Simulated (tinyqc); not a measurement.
# Short-channel transistor, virtual-source model with series resistance: effects of single changes

The current per gate width is the charge at the top of the source barrier (the virtual source) times its velocity times a saturation function; al and be are fitting constants of the model. Units: I in uA/um, Rs in ohm um, so I Rs = 1e-6 I Rs in volts; Q in uC/cm^2, so I = 1e-4 Q vx0 Fsat with vx0 in cm/s.

Parameters, values chosen for the exercise:
- T = 293 K (temperature)
- Cinv = 1.93 uF/cm^2 (inversion capacitance)
- vx0 = 7.44e6 cm/s (velocity at the virtual source)
- mu = 1300 cm^2/(V s) (apparent mobility)
- L = 16 nm (channel length)
- VT0 = 0.351 V (threshold at zero drain voltage)
- dl = 0.052 V/V (drain-induced barrier lowering)
- n0 = 1.25 (subthreshold factor)
- nd = 0 1/V (growth of n with drain voltage)
- al = 3.5 (threshold shift (in units of Vt) from weak to strong inversion)
- be = 2 (sharpness of saturation)
- Rs = 120 ohm um (series resistance of each contact)

Constants: q = 1.602176634e-19 C, kB = 1.380649e-23 J/K, Vt = kB T/q. Results are converted to the units shown.

Each table varies one quantity; the others keep the values above.

## Output curve

Intrinsic voltages Vg' = Vgs - I Rs, Vd' = Vds - 2 I Rs. n = n0 + nd Vd', VT = VT0 - dl Vd', Ff = 1/(1 + exp((Vg' - VT + al Vt/2)/(al Vt))), Q = Cinv n Vt ln(1 + exp((Vg' - VT + al Vt Ff)/(n Vt))), Vdsat = (vx0 L/mu)(1 - Ff) + Vt Ff, Fsat = u/(1 + u^be)^(1/be) with u = Vd'/Vdsat, and I = Q vx0 Fsat per width. I is solved self-consistently. gds = dI/dVds, gm = dI/dVgs.

In this table Vgs = 0.6 V.

Results:
```
Vds (V)  I (uA/um)    Fsat  gds (uS/um)  gain gm/gds
0.07         243.9  0.7562         2748       0.1226
0.14         311.6  0.9885        148.9        7.552
0.2          317.4  0.9968        73.78        15.61
0.34         326.5  0.9993        61.82        18.76
0.4          330.2  0.9995        61.22        18.97
0.47         334.4  0.9997        60.95        19.08
0.53         338.1  0.9998        60.85        19.13
0.6          342.4  0.9998        60.82        19.17
```

Estimate the missing row, Vds = 0.27 V.

Computed row:
```
Vds (V)  I (uA/um)    Fsat  gds (uS/um)  gain gm/gds
0.27         322.1  0.9987        63.93        18.11
```

With this row back in the table: The current rises from 244 to 342 uA/um as Fsat rises from 0.756 to 1.00; gds falls from 2750 to 60.8 uS/um. The gain ends at 19.2, against 1/dl = 19.2 for a current that depends on Vds through barrier lowering alone.

## Effect of the series resistance of each contact on the on and off currents

Same model as above.

Ion is I at Vgs = Vds = 0.6 V, Ioff at Vgs = 0, Vds = 0.6 V, and Rlin = Vds/I at Vgs = 0.6 V, Vds = 0.05 V.

Result of one run:
```
Rs (ohm um)  Ion (uA/um)  Ioff (nA/um)  log10(Ion/Ioff)  Rlin (ohm um)
100                351.4         26.28            4.126          238.1
```

What becomes of these results when the series resistance of each contact Rs is changed from 100 to 0 ohm um, all else the same?

Result of the changed run:
```
Rs (ohm um)  Ion (uA/um)  Ioff (nA/um)  log10(Ion/Ioff)  Rlin (ohm um)
0                  405.4         26.29            4.188          139.3
```

The whole series:
```
Rs (ohm um)  Ion (uA/um)  Ioff (nA/um)  log10(Ion/Ioff)  Rlin (ohm um)
0                  405.4         26.29            4.188          139.3
25                 390.4         26.29            4.172          147.8
50                 376.4         26.29            4.156          163.6
100                351.4         26.28            4.126          238.1
150                329.6         26.28            4.098          333.4
200                310.5         26.28            4.072          431.9
300                278.5         26.28            4.025          630.9
400                252.7         26.28            3.983          830.6
```

As Rs goes from 0 to 400 ohm um, Ion falls from 405 to 253 uA/um, Ioff stays near 26.3 nA/um and Rlin rises from 139 to 831 ohm um. Ion changes by a factor of 0.623 and Ioff by 1.00. The off current drops so little voltage over Rs that it changes by under 1 %.

## Effect of the channel length on the on and off currents

Same model as above.

mu, vx0, VT0, dl and n0 are held fixed.

Results:
```
L (nm)  Ion (uA/um)  Ioff (nA/um)  log10(Ion/Ioff)  Rlin (ohm um)
10            342.4         26.28            4.115          264.3
15            342.4         26.28            4.115          273.6
24            342.3         26.28            4.115          289.8
36            342.2         26.28            4.115          310.5
85            341.2         26.28            4.113          390.3
130           339.6         26.28            4.111          460.7
200           336.0         26.27            4.107          568.3
```

Estimate the missing row, L = 55 nm.

Computed row:
```
L (nm)  Ion (uA/um)  Ioff (nA/um)  log10(Ion/Ioff)  Rlin (ohm um)
55            341.9         26.28            4.114          342.1
```

With this row back in the table: As L goes from 10 to 200 nm, Ion falls from 342 to 336 uA/um, Ioff stays near 26.3 nA/um and Rlin rises from 264 to 568 ohm um. Ion changes by a factor of 0.981 and Ioff by 1.00. Below threshold Vdsat is near Vt, so L and mu hardly reach the off current. At L = 200 nm the channel is long for this model, whose fixed vx0 belongs to short devices.

Computed by the program tinyqc: `OMP_NUM_THREADS=1 python tinyqc.py 2380018 2380019 out.jsonl`, one thread of a shared Intel Xeon 2.30GHz, about 0.01 s for the whole run.
